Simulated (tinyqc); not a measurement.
Inside a calculation. Method: LCCD on RHF in the 6-31g basis, for H3-, spin multiplicity 1. The basis has no diffuse functions, so it cannot describe the extra electron: this is an exercise in the method, not the real anion. One step of it, computed by the program tinyqc.

Problem. LCCD: starting amplitudes. t_ij^ab = <ij||ab> / (e_i + e_j - e_a - e_b), whose energy is MP2.

orbital energies (hartree): MO1 -0.288004, MO2 0.016983, MO3 0.588997, MO4 1.257006, MO5 1.375874, MO6 1.628063

Two-electron integrals over orbitals (pq|rs), unique and non-zero (hartree):
```
p,q,r,s,(pq|rs)
1,1,1,1,0.516261
2,1,2,1,0.121018
2,2,1,1,0.419754
2,2,2,2,0.412487
3,1,1,1,0.085688
3,1,2,2,0.009246
3,1,3,1,0.065700
3,2,2,1,-0.071011
3,2,3,2,0.071902
3,3,1,1,0.378897
3,3,2,2,0.347920
3,3,3,1,0.026889
3,3,3,3,0.339069
4,1,1,1,-0.086723
4,1,2,2,-0.066787
4,1,3,1,-0.018139
4,1,3,3,-0.045782
4,1,4,1,0.061557
4,2,2,1,-0.050898
4,2,3,2,0.022135
4,2,4,2,0.043609
4,3,1,1,-0.008129
4,3,2,2,0.009980
4,3,3,1,-0.014366
4,3,3,3,-0.005594
4,3,4,1,0.011085
4,3,4,3,0.016438
4,4,1,1,0.455955
4,4,2,2,0.390209
4,4,3,1,0.060188
4,4,3,3,0.342427
4,4,4,1,-0.068864
4,4,4,3,0.003287
4,4,4,4,0.432039
5,1,2,1,-0.060482
5,1,3,2,0.019109
5,1,4,2,0.047992
5,1,5,1,0.056150
5,2,1,1,-0.102015
5,2,2,2,-0.091692
5,2,3,1,-0.012116
5,2,3,3,-0.040900
5,2,4,1,0.056133
5,2,4,3,-0.008538
5,2,4,4,-0.095666
5,2,5,2,0.081314
5,3,2,1,-0.018377
5,3,3,2,0.027202
5,3,4,2,-0.007168
5,3,5,1,-0.009268
5,3,5,3,0.025459
5,4,2,1,0.114588
5,4,3,2,-0.062772
5,4,4,2,-0.061925
5,4,5,1,-0.072460
5,4,5,3,-0.008782
5,4,5,4,0.128112
5,5,1,1,0.424198
5,5,2,2,0.419048
5,5,3,1,0.009130
5,5,3,3,0.338369
5,5,4,1,-0.087797
5,5,4,3,0.012733
5,5,4,4,0.410283
5,5,5,2,-0.123487
5,5,5,5,0.463117
6,1,1,1,-0.039143
6,1,2,2,0.028115
6,1,3,1,-0.055164
6,1,3,3,-0.024694
6,1,4,1,0.011406
6,1,4,3,0.030766
6,1,4,4,-0.009968
6,1,5,2,-0.027758
6,1,5,5,0.045849
6,1,6,1,0.088619
6,2,2,1,0.063555
6,2,3,2,-0.026741
6,2,4,2,-0.043005
6,2,5,1,-0.050691
6,2,5,3,0.009586
6,2,5,4,0.073829
6,2,6,2,0.053978
6,3,1,1,-0.121428
6,3,2,2,-0.057921
6,3,3,1,-0.055427
6,3,3,3,-0.053451
6,3,4,1,0.047943
6,3,4,3,0.014773
6,3,4,4,-0.094022
6,3,5,2,0.042112
6,3,5,5,-0.062400
6,3,6,1,0.046279
6,3,6,3,0.075098
6,4,1,1,0.027886
6,4,2,2,-0.039360
6,4,3,1,0.055291
6,4,3,3,0.011308
6,4,4,1,0.006892
6,4,4,3,-0.025669
6,4,4,4,0.006597
6,4,5,2,0.038897
6,4,5,5,-0.067074
6,4,6,1,-0.083176
6,4,6,3,-0.039043
6,4,6,4,0.092520
6,5,2,1,-0.109148
6,5,3,2,0.069147
6,5,4,2,0.063306
6,5,5,1,0.070254
6,5,5,3,0.011255
6,5,5,4,-0.123352
6,5,6,2,-0.071184
6,5,6,5,0.126486
6,6,1,1,0.540521
6,6,2,2,0.426237
6,6,3,1,0.100809
6,6,3,3,0.397555
6,6,4,1,-0.127076
6,6,4,3,-0.027175
6,6,4,4,0.481881
6,6,5,2,-0.119262
6,6,5,5,0.448823
6,6,6,1,-0.075821
6,6,6,3,-0.158455
6,6,6,4,0.051244
6,6,6,6,0.631067
```

Give: Starting amplitudes; correlation energy.

Solution.

Starting amplitudes (spin orbitals 1a, 1b, ...; amplitudes related by a flip of all spins are not repeated):
```
from,to,t
2a 2b,3a 3b,-0.0628
1a 1b,3a 3b,-0.0375
2a 2b,5a 5b,-0.0299
1a 1b,6a 6b,-0.0231
1a 1b,4a 4b,-0.0199
1a 1b,3a 6b,0.0198
1a 2b,4a 5b,-0.0193
2a 2b,4a 4b,-0.0176
1a 1b,5a 5b,-0.0169
2a 2b,6a 6b,-0.0168
1a 2b,4b 5a,0.0165
1a 2b,5a 6b,0.0155
2a 2b,4a 6b,0.0151
1a 2a,3a 5a,0.0140
2a 2b,3a 6b,0.0122
2a 2b,3a 4b,-0.0122
1a 2b,3b 5a,0.0085
1a 2b,5b 6a,-0.0085
1a 1b,3a 4b,0.0075
1a 2a,5a 6a,0.0070
1a 2b,3a 5b,0.0054
1a 1b,4a 6b,-0.0033
1a 2a,4a 5a,-0.0028
```

correlation energy = -0.027819 hartree
